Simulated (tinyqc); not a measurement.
As the film thickens, and with more bath resistance: electroplating on a thin resistive seed layer: kinetics, Wagner number and the terminal effect across a wafer. Computed by tinyqc, a small Python program. Command: `OMP_NUM_THREADS=1 python tinyqc.py 3121430 3121431 out.jsonl terminal walk`. One thread of a shared host (Intel(R) Xeon(R) Processor @ 2.30GHz), about 0.02 s of CPU time with the checks.

Current enters the seed at the rim. The bath is treated as a local resistance per area (no lateral flow in the liquid), two electrons per ion, molar volume 7.11 cm^3/mol, Faraday constant F = e N_A, kinematic viscosity 0.01 cm^2/s, omega = 2 pi x rpm/60; k_B T/e is in volts.

Inputs (values chosen for the exercise, of the order of those for copper plating on a thin cobalt or ruthenium seed):

| quantity | value | unit |
|---|---|---|
| wafer radius R | 7.5 | cm |
| seed thickness t | 23 | nm |
| seed resistivity | 19 | microohm cm |
| bath conductivity kappa | 0.14 | S/cm |
| gap to the anode h | 9.7 | cm |
| extra resistance of a porous plate | 0 | ohm cm^2 |
| exchange current density i_0 | 0.99 | mA/cm^2 |
| cathodic transfer coefficient alpha | 0.51 | - |
| mean current density | 13 | mA/cm^2 |
| diffusivity of the metal ion | 5.5e-06 | cm^2/s |
| metal ion concentration | 0.45 | mol/L |
| rotation rate | 100 | rpm |
| temperature T | 298 | K |

Constants: e = 1.602176634e-19 C; N_A = 6.02214076e+23 1/mol; k_B = 8.617333262e-05 eV/K.

Method:
- Growth rate = i V_m/(2 F). Levich limit i_L = 0.62 x 2 F D^(2/3) omega^(1/2) nu^(-1/6) c. Tafel overpotential eta = (k_B T/(alpha e)) ln(i/i_0); kinetic resistance k_B T/(alpha e i); bath resistance h/kappa + plate; R_s = resistivity/t; Wagner number = kinetic resistance x kappa/R.
- Full model: seed potential phi(r) with (1/r)(r phi')' = R_s i, where i solves phi = R_b i + (k_B T/(alpha e)) ln(i/i_0) (phi being the driving voltage left at r); phi'(0) = 0 and phi'(R) = R_s i_mean R/2. Solved by collocation to a tolerance of 1e-7.
- The film is taken as uniform, with the seed resistivity; the last column adds 100 ohm cm^2 to R_b. Extra power of that plate = i^2 x 100 ohm cm^2 x area.

sheet resistance R_s = 8.26087 ohm/square

bath resistance R_b = 69.2857 ohm cm^2

Edge over centre:

| thickness (nm) | R_s (ohm/square) | as given | with 100 ohm cm^2 more |
|---|---|---|---|
| 23.0 | 8.2609 | 3.3131 | 1.7914 |
| 34.5 | 5.5072 | 2.3664 | 1.4996 |
| 46.0 | 4.1304 | 1.9631 | 1.3645 |
| 69.0 | 2.7536 | 1.6027 | 1.2364 |
| 115.0 | 1.6522 | 1.3435 | 1.1387 |
| 230.0 | 0.8261 | 1.1652 | 1.0682 |
| 460.0 | 0.4130 | 1.0810 | 1.0338 |

extra power = 2.9865 W

What does the comparison show, and why?

The ratio falls below 1.1 from 460 nm on as given, and from 230 nm on with the added resistance: what counts is R_s R^2 against the sum of kinetic and bath resistance.
